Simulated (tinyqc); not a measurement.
Band-to-band tunnelling and avalanche in a reverse-biased abrupt junction. Changing the temperature T. Computed by tinyqc, a small Python program. Command: `OMP_NUM_THREADS=1 python tinyqc.py 3018019 3018020 out.jsonl zener sweep`. One thread of a shared host (Intel(R) Xeon(R) Processor @ 2.30GHz), about 0.03 s of CPU time with the checks.

Direct Kane tunnelling in the local field (for indirect gaps the mass is an effective fit) and one ionisation coefficient for both carriers. N is the doping of the light side, or N_A N_D/(N_A + N_D) for the symmetric junction; the built-in voltage is taken as E_g/e.

Inputs (values chosen for the exercise, modelled on In0.53Ga0.47As):
```
quantity                                               value    unit
band gap at 300 K, E_g                                 0.735      eV
gap narrowing with temperature, -dE_g/dT                0.35   meV/K
reduced tunnelling mass m_r                            0.022     m_0
permittivity eps                                        13.9       -
ionisation prefactor a                                 5e+06    1/cm
ionisation field at 300 K, b                        1.63e+06    V/cm
relative rise of b with temperature                      5.9  1e-4/K
effective doping N                                   8.8e+16  1/cm^3
reverse bias V_R                                         0.6       V
current density that defines tunnel breakdown, J_0       0.1  A/cm^2
```

Junction: symmetric.

Constants: eps_0 = 8.8541878128e-12 F/m; e = 1.602176634e-19 C; m_0 = 9.1093837015e-31 kg; hbar = 1.054571817e-34 J s.

Method:
- E_g(T) = E_g - (T - 300 K)(-dE_g/dT); b(T) = b [1 + (rise)(T - 300 K)]; w = sqrt(2 eps eps_0 (V_R + E_g/e)/(e N)); F_m = 2 (V_R + E_g/e)/w; the field falls linearly from F_m to 0 on both sides.
- Kane: G(F) = A F^2 exp(-B/F), A = e^2 sqrt(m_r)/(18 pi hbar^2 sqrt(E_g)), B = pi sqrt(m_r) E_g^(3/2)/(2 e hbar), SI units; J = e int G dx x V_R/(V_R + E_g/e), the last factor making J vanish at zero bias; int G dx = (w/F_m) int_0^F_m G dF by 64 Gauss-Legendre points.
- Avalanche: I = (w/F_m) int_0^F_m a exp(-b/F) dF by 64 Gauss-Legendre points, M = 1/(1 - I), breakdown at I = 1.
- V_Z solves J = J_0 and V_A solves I = 1; the lower one is the breakdown voltage; temperature coefficients by a central difference of +/- 10 K.

One run for each value:
```
temperature T (K)  tunnel current density (A/cm^2)  tunnel breakdown V_Z (V)  avalanche breakdown V_A (V)
150                                      6.476e-10                     4.239                        6.863
200                                      1.629e-09                     3.972                        7.286
250                                      4.090e-09                     3.715                        7.717
300                                      1.025e-08                     3.469                        8.156
350                                      2.565e-08                     3.232                        8.604
400                                      6.406e-08                     3.006                        9.060
450                                      1.597e-07                     2.789                        9.523
```

Describe and explain the trends.

Over the rows, tunnel current density (A/cm^2) rises from 6.48e-10 to 1.60e-7 (exponent d ln y / d ln x 3.2 between the first rows and 7.8 between the last); tunnel breakdown V_Z (V) falls from 4.24 to 2.79 (exponent d ln y / d ln x -0.23 between the first rows and -0.64 between the last); avalanche breakdown V_A (V) rises from 6.86 to 9.52 (exponent d ln y / d ln x 0.21 between the first rows and 0.42 between the last). J changes by a factor 247 over 300 K, only through E_g; a current activated by half the gap at 300 K would change by about 1e8.
